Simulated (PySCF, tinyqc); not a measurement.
FCI on RHF in the sto-6g basis, frozen core, for BeH+, spin multiplicity 1, step by step. The lowest restricted solution is unstable here: a spin-polarised one lies 0.0298 hartree lower (PySCF). One step of it, computed by the program tinyqc.

Question. FCI: roots. Diagonalise (each vector has its largest component positive (the first on a tie)); all determinants have Ms = 0, so triplets appear too. The lowest singlet root is the correlation energy.

Occupation strings over the orbitals (2 doubly, a alpha, b beta, 0 empty; spin orbitals ordered 1a 1b 2a 2b ...): 220000 2ab000 2a000b 2ba000 2b000a 202000 20a00b 200200 200020 20b00a 200002

H - E(HF) between determinants (hartree), lower triangle:
```
           220000     2ab000     2a000b     2ba000     2b000a     202000     20a00b     200200
220000   0.000000
2ab000   0.000000   0.109823
2a000b   0.000000   0.004503   0.312198
2ba000   0.000000  -0.086057  -0.060664   0.109823
2b000a   0.000000  -0.060664  -0.109133   0.004503   0.312198
202000   0.086057   0.078128  -0.083852  -0.078128   0.083852   0.367585
20a00b   0.060664  -0.083852   0.001118   0.009155   0.061716  -0.084824   0.447485
200200   0.048160   0.037098   0.021444  -0.037098  -0.021444   0.045421   0.003639   0.589506
200020   0.048160   0.037098   0.021444  -0.037098  -0.021444   0.045421   0.003639   0.024258
20b00a  -0.060664   0.009155   0.061716  -0.083852   0.001118   0.084824  -0.100486  -0.003639
200002   0.109133  -0.061716  -0.013951   0.061716   0.013951   0.100486  -0.001694   0.020844

           200020    20b00a    200002
200020   0.589506
20b00a  -0.003639  0.447485
200002   0.020844  0.001694  0.648313
```

Give: lowest roots of this matrix, relative to E(HF); lowest vectors; <S^2> of these roots; weight of the ground state by excitation level 0, 1, 2, ....

Answer.

lowest roots of this matrix, relative to E(HF) (hartree): -0.0561  -0.0017  0.0814  0.1829  0.2631  0.3926  0.4837  0.5652

lowest vectors:
```
         root 1  root 2   root 3   root 4
220000   0.9389  0.0000  -0.1489   0.0000
2ab000   0.0317  0.6807   0.5710  -0.0913
2a000b  -0.0627  0.1503  -0.2009   0.6399
2ba000  -0.0317  0.6807  -0.5710  -0.0913
2b000a   0.0627  0.1503   0.2009   0.6399
202000  -0.2443  0.0000  -0.4392   0.0000
20a00b  -0.1297  0.1187   0.0284  -0.2866
200200  -0.0457  0.0000  -0.0216   0.0000
200020  -0.0457  0.0000  -0.0216   0.0000
20b00a   0.1297  0.1187  -0.0284  -0.2866
200002  -0.1054  0.0000   0.2227   0.0000
```

<S^2> of these roots: 0.0000  2.0000  0.0000  2.0000  0.0000  2.0000  0.0000  0.0000

weight of the ground state by excitation level 0, 1, 2, ...: 0.8815  0.0099  0.1087

The reference has a weight of only 0.88: one determinant is a poor start here. A root of higher spin lies below E(HF).
